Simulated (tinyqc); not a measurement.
Changing the temperature T: adsorption as a lattice gas: isotherms with interactions, competition, desorption peaks and saturation dose. Computed by tinyqc, a small Python program. Command: `OMP_NUM_THREADS=1 python tinyqc.py 3000453 3000454 out.jsonl adsorb sweep`. One thread of a shared host (Intel(R) Xeon(R) Processor @ 2.30GHz), about 0.01 s of CPU time with the checks.

One adsorbate per site; a molecule needs 2 empty sites. Gas and surface have the same temperature.

Inputs (values chosen for the exercise, for a model surface): desorption energy E = 2.3 eV; prefactor nu = 1.4e+12 1/s; pair energy w (positive repels) = 0.17 eV; neighbours z = 6; site density N_s = 3.7 1/nm^2; molecular mass M = 76.7 u; sticking coefficient s0 = 0.88; pressure p = 0.0014 Pa; blocking by a second gas, K_B p_B = 0.11.

Adsorption: dissociative (second order).

Constants: u = 1.6605390666e-27 kg; k_B = 1.380649e-23 J/K; k_B = 8.617333262e-05 eV/K.

Method. Flux F = p/sqrt(2 pi M k_B T); k_d = nu exp(-E/(k_B T)); 2 s0 F (1 - theta)^2 = N_s k_d theta^2, so y = sqrt(2 s0 F/(N_s k_d)), theta = y/(1 + y). With a second gas on the same sites theta = y/(1 + y + K_B p_B). With u = w/(k_B T). Mean field: theta/(1 - theta) = y exp(-z u theta). Quasi-chemical: theta/(1 - theta) = y [(r - 1 + 2 theta)(1 - theta)/((r + 1 - 2 theta) theta)]^(-z/2) exp(-z u/2), r = sqrt(1 - 4 theta (1 - theta)(1 - exp(-u))).

One run for each value:
```
temperature T (K)  coverage, quasi-chemical  coverage, mean field  Langmuir coverage   k_d (1/s)
749                                 0.41101               0.34589            0.99207  4.6792e-04
801                                 0.37616               0.30356            0.97480  4.7299e-03
854                                 0.33710               0.26251            0.93121  3.7407e-02
907                                 0.29514               0.22382            0.84255  2.3232e-01
959                                 0.25229               0.18843            0.70382  1.1457e+00
1010                                0.21014               0.15652            0.53741  4.6710e+00
1060                                0.17044               0.12820            0.38097  1.6247e+01
1120                                0.12740               0.09847            0.23620  6.2601e+01
1170                                0.09700               0.07746            0.15528  1.7333e+02
```

Describe the trends.

Over the rows, coverage, quasi-chemical falls from 0.411 to 0.0970 (exponent d ln y / d ln x -1.3 between the first rows and -6.2 between the last); coverage, mean field falls from 0.346 to 0.0775 (exponent d ln y / d ln x -1.9 between the first rows and -5.5 between the last); Langmuir coverage falls from 0.992 to 0.155 (exponent d ln y / d ln x -0.26 between the first rows and -9.6 between the last).

Caution (all rows): for z u near 4 or above (near 8 on the triangular lattice, z = 6) mean field itself predicts sublattice order near half coverage (the exact threshold is higher); both uniform formulas leave ordering out.
